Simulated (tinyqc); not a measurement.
RHF in the sto-3g basis, for BeH2, spin multiplicity 1, step by step. Computed by tinyqc, a small Python program that keeps every step (integrals from PySCF). Settings: charge = 0, multiplicity = 1, basis = sto-3g, energy threshold = 1e-10, iteration cap = 58, orthogonalisation = symmetric, start = core, DIIS depth = 0, method = RHF. Command: `OMP_NUM_THREADS=1 python tinyqc.py 25965 25966 out.jsonl` (the two numbers bound the seeds that draw the settings). One thread of a shared host (Intel(R) Xeon(R) Processor @ 2.60GHz), about 0.09 s of CPU time with the checks. Later iterations appear only in the table of the cycle.

## One-electron integrals

Geometry (angstrom):
```
atom         x          y         z
Be    0.000000   0.000000  0.000000
H     0.000000   1.615000  0.061000
H     0.000000  -1.615000  0.061000
```

Basis sto-3g: exponents (1/bohr^2) and contraction coefficients of normalised primitives:
```
element  l (shell)   exponent  coefficient
Be           s (1)  30.167871     0.154329
Be           s (1)   5.495115     0.535328
Be           s (1)   1.487193     0.444635
Be           s (2)   1.314833    -0.099967
Be           s (2)   0.305539     0.399513
Be           s (2)   0.099371     0.700115
Be           p (3)   1.314833     0.155916
Be           p (3)   0.305539     0.607684
Be           p (3)   0.099371     0.391957
H            s (1)   3.425251     0.154329
H            s (1)   0.623914     0.535328
H            s (1)   0.168855     0.444635
```

Overlap, kinetic and nuclear-attraction integrals over the contracted functions; the nuclear repulsion is the sum of Za Zb / Rab.

nuclear repulsion = 2.78327538 hartree

overlap S, lower triangle:
```
           1Be 1s    1Be 2s   1Be 2px    1Be 2py   1Be 2pz     2H 1s     3H 1s
1Be 1s   1.000000
1Be 2s   0.259517  1.000000
1Be 2px  0.000000  0.000000  1.000000
1Be 2py  0.000000  0.000000  0.000000   1.000000
1Be 2pz  0.000000  0.000000  0.000000   0.000000  1.000000
2H 1s    0.037902  0.353922  0.000000   0.438144  0.016549  1.000000
3H 1s    0.037902  0.353922  0.000000  -0.438144  0.016549  0.011103  1.000000
```

kinetic energy T (hartree), lower triangle:
```
            1Be 1s    1Be 2s   1Be 2px    1Be 2py   1Be 2pz      2H 1s     3H 1s
1Be 1s    6.693975
1Be 2s   -0.033012  0.211111
1Be 2px   0.000000  0.000000  0.660592
1Be 2py   0.000000  0.000000  0.000000   0.660592
1Be 2pz   0.000000  0.000000  0.000000   0.000000  0.660592
2H 1s    -0.010691  0.033575  0.000000   0.112594  0.004253   0.760032
3H 1s    -0.010691  0.033575  0.000000  -0.112594  0.004253  -0.004806  0.760032
```

nuclear attraction V (hartree), lower triangle:
```
             1Be 1s     1Be 2s    1Be 2px    1Be 2py    1Be 2pz      2H 1s      3H 1s
1Be 1s   -15.215953
1Be 2s    -2.069193  -2.948912
1Be 2px    0.000000   0.000000  -2.872657
1Be 2py    0.000000   0.000000   0.000000  -3.045380
1Be 2pz   -0.000934  -0.008841   0.000000   0.000000  -2.872903
2H 1s     -0.300667  -0.945890   0.000000  -1.139760  -0.043718  -2.696985
3H 1s     -0.300667  -0.945890   0.000000   1.139760  -0.043718  -0.035925  -2.696985
```

core Hamiltonian H = T + V (hartree), lower triangle:
```
            1Be 1s     1Be 2s    1Be 2px    1Be 2py    1Be 2pz      2H 1s      3H 1s
1Be 1s   -8.521978
1Be 2s   -2.102206  -2.737802
1Be 2px   0.000000   0.000000  -2.212065
1Be 2py   0.000000   0.000000   0.000000  -2.384788
1Be 2pz  -0.000934  -0.008841   0.000000   0.000000  -2.212311
2H 1s    -0.311358  -0.912315   0.000000  -1.027165  -0.039465  -1.936953
3H 1s    -0.311358  -0.912315   0.000000   1.027165  -0.039465  -0.040731  -1.936953
```

## Two-electron integrals

Functions are numbered as in S; the eight-fold symmetry (ij|kl) = (ji|kl) = (kl|ij) leaves the list below.

Two-electron integrals (ij|kl) in chemists' order, unique and non-zero (hartree):
```
(11|11) 2.298831    (21|11) 0.392036    (21|21) 0.079539    (22|11) 0.570988
(22|21) 0.143041    (22|22) 0.417683    (31|31) 0.014607    (32|31) 0.021888
(32|32) 0.092265    (33|11) 0.569578    (33|21) 0.143083    (33|22) 0.417589
(33|33) 0.449859    (41|41) 0.014607    (42|41) 0.021888    (42|42) 0.092265
(43|43) 0.024249    (44|11) 0.569578    (44|21) 0.143083    (44|22) 0.417589
(44|33) 0.401360    (44|44) 0.449859    (51|51) 0.014607    (52|51) 0.021888
(52|52) 0.092265    (53|53) 0.024249    (54|54) 0.024249    (55|11) 0.569578
(55|21) 0.143083    (55|22) 0.417589    (55|33) 0.401360    (55|44) 0.401360
(55|55) 0.449859    (61|11) 0.056513    (61|21) 0.011459    (61|22) 0.020791
(61|33) 0.020651    (61|41) 0.001007    (61|42) 0.001908    (61|44) 0.021080
(61|51) 0.000038    (61|52) 0.000072    (61|54) 0.000016    (61|55) 0.020652
(61|61) 0.001730    (62|11) 0.156263    (62|21) 0.039822    (62|22) 0.129291
(62|33) 0.124166    (62|41) 0.005163    (62|42) 0.033483    (62|44) 0.139399
(62|51) 0.000195    (62|52) 0.001265    (62|54) 0.000575    (62|55) 0.124188
(62|61) 0.006347    (62|62) 0.063191    (63|31) 0.003392    (63|32) 0.016495
(63|43) 0.005581    (63|53) 0.000211    (63|63) 0.005294    (64|11) 0.175023
(64|21) 0.045097    (64|22) 0.153242    (64|33) 0.144219    (64|41) 0.008274
(64|42) 0.051696    (64|44) 0.171108    (64|51) 0.000184    (64|52) 0.001330
(64|54) 0.000805    (64|55) 0.144242    (64|61) 0.007458    (64|62) 0.084590
(64|64) 0.116089    (65|11) 0.006611    (65|21) 0.001703    (65|22) 0.005788
(65|33) 0.005447    (65|41) 0.000184    (65|42) 0.001330    (65|44) 0.006041
(65|51) 0.003399    (65|52) 0.016545    (65|54) 0.005604    (65|55) 0.005870
(65|61) 0.000282    (65|62) 0.003195    (65|64) 0.004185    (65|65) 0.005452
(66|11) 0.326466    (66|21) 0.084588    (66|22) 0.308981    (66|33) 0.287178
(66|41) 0.011959    (66|42) 0.102908    (66|44) 0.352189    (66|51) 0.000452
(66|52) 0.003887    (66|54) 0.002456    (66|55) 0.287271    (66|61) 0.013715
(66|62) 0.197531    (66|64) 0.279026    (66|65) 0.010539    (66|66) 0.774606
(71|11) 0.056513    (71|21) 0.011459    (71|22) 0.020791    (71|33) 0.020651
(71|41) -0.001007   (71|42) -0.001908   (71|44) 0.021080    (71|51) 0.000038
(71|52) 0.000072    (71|54) -0.000016   (71|55) 0.020652    (71|61) 0.001581
(71|62) 0.005361    (71|64) 0.005891    (71|65) 0.000241    (71|66) 0.011323
(71|71) 0.001730    (72|11) 0.156263    (72|21) 0.039822    (72|22) 0.129291
(72|33) 0.124166    (72|41) -0.005163   (72|42) -0.033483   (72|44) 0.139399
(72|51) 0.000195    (72|52) 0.001265    (72|54) -0.000575   (72|55) 0.124188
(72|61) 0.005361    (72|62) 0.030641    (72|64) 0.033748    (72|65) 0.001537
(72|66) 0.070029    (72|71) 0.006347    (72|72) 0.063191    (73|31) 0.003392
(73|32) 0.016495    (73|43) -0.005581   (73|53) 0.000211    (73|63) 0.001926
(73|73) 0.005294    (74|11) -0.175023   (74|21) -0.045097   (74|22) -0.153242
(74|33) -0.144219   (74|41) 0.008274    (74|42) 0.051696    (74|44) -0.171108
(74|51) -0.000184   (74|52) -0.001330   (74|54) 0.000805    (74|55) -0.144242
(74|61) -0.005891   (74|62) -0.033748   (74|64) -0.036412   (74|65) -0.001669
(74|66) -0.077184   (74|71) -0.007458   (74|72) -0.084590   (74|74) 0.116089
(75|11) 0.006611    (75|21) 0.001703    (75|22) 0.005788    (75|33) 0.005447
(75|41) -0.000184   (75|42) -0.001330   (75|44) 0.006041    (75|51) 0.003399
(75|52) 0.016545    (75|54) -0.005604   (75|55) 0.005870    (75|61) 0.000241
(75|62) 0.001537    (75|64) 0.001669    (75|65) 0.002001    (75|66) 0.003570
(75|71) 0.000282    (75|72) 0.003195    (75|74) -0.004185   (75|75) 0.005452
(76|11) 0.006847    (76|21) 0.001695    (76|22) 0.004815    (76|33) 0.004754
(76|44) 0.004932    (76|51) 0.000018    (76|52) 0.000089    (76|55) 0.004757
(76|61) 0.000247    (76|62) 0.001527    (76|64) 0.001831    (76|65) 0.000085
(76|66) 0.003728    (76|71) 0.000247    (76|72) 0.001527    (76|74) -0.001831
(76|75) 0.000085    (76|76) 0.000056    (77|11) 0.326466    (77|21) 0.084588
(77|22) 0.308981    (77|33) 0.287178    (77|41) -0.011959   (77|42) -0.102908
(77|44) 0.352189    (77|51) 0.000452    (77|52) 0.003887    (77|54) -0.002456
(77|55) 0.287271    (77|61) 0.011323    (77|62) 0.070029    (77|64) 0.077184
(77|65) 0.003570    (77|66) 0.163829    (77|71) 0.013715    (77|72) 0.197531
(77|74) -0.279026   (77|75) 0.010539    (77|76) 0.003728    (77|77) 0.774606
```

## Orthogonalisation

S = U s U^T; symmetric (Loewdin) form X = U s^(-1/2) U^T, so that X^T S X = 1.

eigenvalues of S: 0.374794  0.460798  0.956043  1.000000  1.002631  1.591632  1.614103

X, lower triangle:
```
            1Be 1s     1Be 2s   1Be 2px    1Be 2py    1Be 2pz      2H 1s     3H 1s
1Be 1s    1.028496
1Be 2s   -0.149736   1.148122
1Be 2px   0.000000   0.000000  1.000000
1Be 2py   0.000000   0.000000  0.000000   1.206483
1Be 2pz  -0.000643   0.005525  0.000000   0.000000   1.000251
2H 1s     0.020801  -0.215309  0.000000  -0.299212  -0.009832   1.162202
3H 1s     0.020801  -0.215309  0.000000   0.299212  -0.009832  -0.051864  1.162202
```

## Starting guess

The start is the orbitals of the core Hamiltonian; D = 2 C_occ C_occ^T.

D at the start, lower triangle:
```
            1Be 1s    1Be 2s   1Be 2px    1Be 2py   1Be 2pz      2H 1s     3H 1s
1Be 1s    2.142409
1Be 2s   -0.540804  2.023704
1Be 2px   0.000000  0.000000  0.000000
1Be 2py   0.000000  0.000000  0.000000   2.141990
1Be 2pz  -0.025428  0.103549  0.000000   0.000000  0.005301
2H 1s    -0.006905  0.073795  0.000000  -0.084807  0.003790   0.006131
3H 1s    -0.006905  0.073795  0.000000   0.084807  0.003790  -0.000585  0.006131
```

## Iteration 1: building the Fock matrix

J_ij = sum D_kl (ij|kl), K_ij = sum D_kl (ik|jl); F = H + J - 0.5 K; E = tr D H + tr D J / 2 - 0.25 tr D K + E_nn.

Coulomb J (hartree), lower triangle:
```
           1Be 1s    1Be 2s   1Be 2px    1Be 2py   1Be 2pz     2H 1s     3H 1s
1Be 1s   6.868854
1Be 2s   1.347787  2.800005
1Be 2px  0.000000  0.000000  2.763180
1Be 2py  0.000000  0.000000  0.000000   2.863233
1Be 2pz  0.003841  0.018214  0.000000   0.000000  2.763444
2H 1s    0.195606  0.848145  0.000000   0.997492  0.040100  1.974491
3H 1s    0.195606  0.848145  0.000000  -0.997492  0.040100  0.033058  1.974491
```

exchange K (hartree), lower triangle:
```
           1Be 1s    1Be 2s   1Be 2px    1Be 2py   1Be 2pz     2H 1s     3H 1s
1Be 1s   4.694833
1Be 2s   0.830071  1.085540
1Be 2px  0.000000  0.000000  0.249354
1Be 2py  0.000000  0.000000  0.000000   1.116523
1Be 2pz  0.002550  0.050396  0.000000   0.000000  0.251705
2H 1s    0.132568  0.382498  0.000000   0.403459  0.019625  0.361054
3H 1s    0.132568  0.382498  0.000000  -0.403459  0.019625  0.005079  0.361054
```

Fock matrix F (hartree), lower triangle:
```
            1Be 1s     1Be 2s   1Be 2px    1Be 2py    1Be 2pz      2H 1s      3H 1s
1Be 1s   -4.000540
1Be 2s   -1.169454  -0.480567
1Be 2px   0.000000   0.000000  0.426438
1Be 2py   0.000000   0.000000  0.000000  -0.079817
1Be 2pz   0.001632  -0.015826  0.000000   0.000000   0.425280
2H 1s    -0.182035  -0.255419  0.000000  -0.231403  -0.009177  -0.142989
3H 1s    -0.182035  -0.255419  0.000000   0.231403  -0.009177  -0.010213  -0.142989
```

total energy of this density = -14.73012766 hartree

## Iteration 1: diagonalisation and new density

Diagonalise F' = X^T F X, C = X C', fill 3 alpha and 3 beta electrons from the bottom; D = 2 C_occ C_occ^T. Each column has its largest component positive (the first on a tie).

F' = X^T F X (hartree), lower triangle:
```
           1          2         3          4          5          6         7
1  -3.894894
2  -0.653960  -0.106344
3   0.000000   0.000000  0.426438
4   0.000000   0.000000  0.000000   0.194184
5   0.002616  -0.008579  0.000000   0.000000   0.425691
6  -0.005319  -0.215063  0.000000  -0.303335  -0.011376   0.069039
7  -0.005319  -0.215063  0.000000   0.303335  -0.011376  -0.057203  0.069039
```

orbital energies (hartree): MO1 -4.005435, MO2 -0.291132, MO3 -0.270110, MO4 0.306502, MO5 0.426354, MO6 0.426438, MO7 0.590536

coefficients C:
```
               MO1        MO2        MO3        MO4        MO5       MO6        MO7
1Be 1s    0.989528  -0.216533   0.000000  -0.234539  -0.005363  0.000000   0.000000
1Be 2s    0.039119   0.610183   0.000000   1.028706   0.035505  0.000000   0.000000
1Be 2px   0.000000   0.000000   0.000000   0.000000   0.000000  1.000000   0.000000
1Be 2py   0.000000   0.000000   0.507949   0.000000   0.000000  0.000000   1.173306
1Be 2pz  -0.000122   0.018803   0.000000  -0.029907   0.999739  0.000000   0.000000
2H 1s    -0.003991   0.396957   0.427487  -0.709335  -0.050646  0.000000  -0.802347
3H 1s    -0.003991   0.396957  -0.427487  -0.709335  -0.050646  0.000000   0.802347
```

D after iteration 1, lower triangle:
```
            1Be 1s    1Be 2s   1Be 2px    1Be 2py   1Be 2pz      2H 1s     3H 1s
1Be 1s    2.052105
1Be 2s   -0.186831  0.747708
1Be 2px   0.000000  0.000000  0.000000
1Be 2py   0.000000  0.000000  0.000000   0.516023
1Be 2pz  -0.008384  0.022938  0.000000   0.000000  0.000707
2H 1s    -0.179808  0.484120  0.000000   0.434282  0.014929   0.680671
3H 1s    -0.179808  0.484120  0.000000  -0.434282  0.014929  -0.050309  0.680671
```

## Iteration 2: building the Fock matrix

As before.

Coulomb J (hartree), lower triangle:
```
           1Be 1s    1Be 2s   1Be 2px    1Be 2py   1Be 2pz     2H 1s     3H 1s
1Be 1s   6.302332
1Be 2s   1.217963  2.568472
1Be 2px  0.000000  0.000000  2.501914
1Be 2py  0.000000  0.000000  0.000000   2.691359
1Be 2pz  0.002246  0.014843  0.000000   0.000000  2.502180
2H 1s    0.176903  0.846070  0.000000   1.030039  0.040377  2.249737
3H 1s    0.176903  0.846070  0.000000  -1.030039  0.040377  0.030606  2.249737
```

exchange K (hartree), lower triangle:
```
            1Be 1s    1Be 2s   1Be 2px    1Be 2py   1Be 2pz     2H 1s     3H 1s
1Be 1s    4.623463
1Be 2s    0.813848  0.832664
1Be 2px   0.000000  0.000000  0.149538
1Be 2py   0.000000  0.000000  0.000000   0.876080
1Be 2pz  -0.000534  0.026509  0.000000   0.000000  0.150516
2H 1s     0.120393  0.514213  0.000000   0.595705  0.022135  1.064186
3H 1s     0.120393  0.514213  0.000000  -0.595705  0.022135  0.002045  1.064186
```

Fock matrix F (hartree), lower triangle:
```
            1Be 1s     1Be 2s   1Be 2px    1Be 2py    1Be 2pz      2H 1s      3H 1s
1Be 1s   -4.531378
1Be 2s   -1.291167  -0.585661
1Be 2px   0.000000   0.000000  0.215080
1Be 2py   0.000000   0.000000  0.000000  -0.131470
1Be 2pz   0.001579  -0.007253  0.000000   0.000000   0.214611
2H 1s    -0.194651  -0.323352  0.000000  -0.294979  -0.010155  -0.219309
3H 1s    -0.194651  -0.323352  0.000000   0.294979  -0.010155  -0.011148  -0.219309
```

total energy of this density = -15.49835778 hartree

## Iteration 2: diagonalisation and new density

As before.

F' = X^T F X (hartree), lower triangle:
```
           1          2         3          4          5          6         7
1  -4.421582
2  -0.701874  -0.156442
3   0.000000   0.000000  0.215080
4   0.000000   0.000000  0.000000   0.197302
5   0.001178   0.001331  0.000000   0.000000   0.215046
6   0.002983  -0.266586  0.000000  -0.361811  -0.011984   0.035349
7   0.002983  -0.266586  0.000000   0.361811  -0.011984  -0.062910  0.035349
```

orbital energies (hartree): MO1 -4.534803, MO2 -0.408579, MO3 -0.366288, MO4 0.213894, MO5 0.215080, MO6 0.338949, MO7 0.661849

coefficients C:
```
               MO1        MO2        MO3        MO4       MO5        MO6        MO7
1Be 1s    0.991790  -0.210839   0.000000   0.027225  0.000000  -0.228580   0.000000
1Be 2s    0.031322   0.614205   0.000000  -0.112005  0.000000   1.021066   0.000000
1Be 2px   0.000000   0.000000   0.000000   0.000000  1.000000   0.000000   0.000000
1Be 2py   0.000000   0.000000   0.497688   0.000000  0.000000   0.000000   1.177694
1Be 2pz  -0.000172   0.011979   0.000000   0.993351  0.000000   0.117629   0.000000
2H 1s    -0.004030   0.394469   0.434474   0.057243  0.000000  -0.710221  -0.798585
3H 1s    -0.004030   0.394469  -0.434474   0.057243  0.000000  -0.710221   0.798585
```

D after iteration 2, lower triangle:
```
            1Be 1s    1Be 2s   1Be 2px    1Be 2py   1Be 2pz      2H 1s     3H 1s
1Be 1s    2.056199
1Be 2s   -0.196866  0.756457
1Be 2px   0.000000  0.000000  0.000000
1Be 2py   0.000000  0.000000  0.000000   0.495387
1Be 2pz  -0.005392  0.014704  0.000000   0.000000  0.000287
2H 1s    -0.174332  0.484317  0.000000   0.432465  0.009452   0.688779
3H 1s    -0.174332  0.484317  0.000000  -0.432465  0.009452  -0.066290  0.688779
```

## Iteration 10 (converged): orbitals

converged F (hartree), lower triangle:
```
            1Be 1s     1Be 2s   1Be 2px    1Be 2py    1Be 2pz      2H 1s      3H 1s
1Be 1s   -4.533277
1Be 2s   -1.290295  -0.587809
1Be 2px   0.000000   0.000000  0.213535
1Be 2py   0.000000   0.000000  0.000000  -0.128926
1Be 2pz   0.000866  -0.005877  0.000000   0.000000   0.213241
2H 1s    -0.194979  -0.323691  0.000000  -0.294570  -0.008567  -0.219702
3H 1s    -0.194979  -0.323691  0.000000   0.294570  -0.008567  -0.010231  -0.219702
```

As before.

F' = X^T F X (hartree), lower triangle:
```
           1          2         3          4          5          6         7
1  -4.423930
2  -0.700065  -0.159263
3   0.000000   0.000000  0.213535
4   0.000000   0.000000  0.000000   0.200180
5   0.000319   0.002322  0.000000   0.000000   0.213630
6   0.002382  -0.266534  0.000000  -0.361581  -0.010524   0.034648
7   0.002382  -0.266534  0.000000   0.361581  -0.010524  -0.061542  0.034648
```

orbital energies (hartree): MO1 -4.536615, MO2 -0.409716, MO3 -0.365805, MO4 0.212541, MO5 0.213535, MO6 0.337332, MO7 0.662175

coefficients C:
```
               MO1        MO2        MO3        MO4       MO5        MO6        MO7
1Be 1s    0.991903  -0.211347   0.000000   0.025016  0.000000  -0.227872   0.000000
1Be 2s    0.030868   0.617105   0.000000  -0.104206  0.000000   1.020157   0.000000
1Be 2px   0.000000   0.000000   0.000000   0.000000  1.000000   0.000000   0.000000
1Be 2py   0.000000   0.000000   0.494830   0.000000  0.000000   0.000000   1.178898
1Be 2pz  -0.000035   0.008367   0.000000   0.993999  0.000000   0.112353   0.000000
2H 1s    -0.003838   0.392527   0.436409   0.055027  0.000000  -0.711472  -0.797529
3H 1s    -0.003838   0.392527  -0.436409   0.055027  0.000000  -0.711472   0.797529
```

D after iteration 10, lower triangle:
```
            1Be 1s    1Be 2s   1Be 2px    1Be 2py   1Be 2pz      2H 1s     3H 1s
1Be 1s    2.057076
1Be 2s   -0.199610  0.763542
1Be 2px   0.000000  0.000000  0.000000
1Be 2py   0.000000  0.000000  0.000000   0.489714
1Be 2pz  -0.003607  0.010325  0.000000   0.000000  0.000140
2H 1s    -0.173533  0.484223  0.000000   0.431897  0.006569   0.689090
3H 1s    -0.173533  0.484223  0.000000  -0.431897  0.006569  -0.072722  0.689090
```

## Convergence

Stop when the energy changes by less than 1e-10 hartree and every element of the error matrix X^T (F D S - S D F) X is below 3e-06.

Course of the cycle:
```
iteration   E (hartree)     change  largest element of the error matrix
1          -14.73012766          -                             5.34e-01
2          -15.49835778  -7.68e-01                             2.50e-02
3          -15.49879467  -4.37e-04                             2.54e-03
4          -15.49882059  -2.59e-05                             7.03e-04
5          -15.49882305  -2.45e-06                             2.31e-04
6          -15.49882329  -2.47e-07                             7.95e-05
7          -15.49882332  -2.56e-08                             2.73e-05
8          -15.49882332  -2.72e-09                             9.36e-06
9          -15.49882332  -2.95e-10                             3.20e-06
10         -15.49882332  -3.26e-11                             1.10e-06
```

PySCF RHF in the same basis = -15.49882332 hartree

Converged in 10 iterations.

## Populations, bond orders and dipole

Mulliken: Z minus the diagonal of D S on the atom; Loewdin: the same with S^(1/2) D S^(1/2); Mayer order: 2 sum_s sum (D(s) S)_ij (D(s) S)_ji over the two atoms.

Charges (e):
```
atom   Mulliken    Loewdin
1Be    0.084849   0.073289
2H    -0.042424  -0.036645
3H    -0.042424  -0.036645
```

Mayer bond orders:
```
pair     order
2-1   0.990209
3-1   0.990209
3-2   0.007991
```

dipole moment about the origin, x y z (debye): 0.000000  0.000000  -0.170291
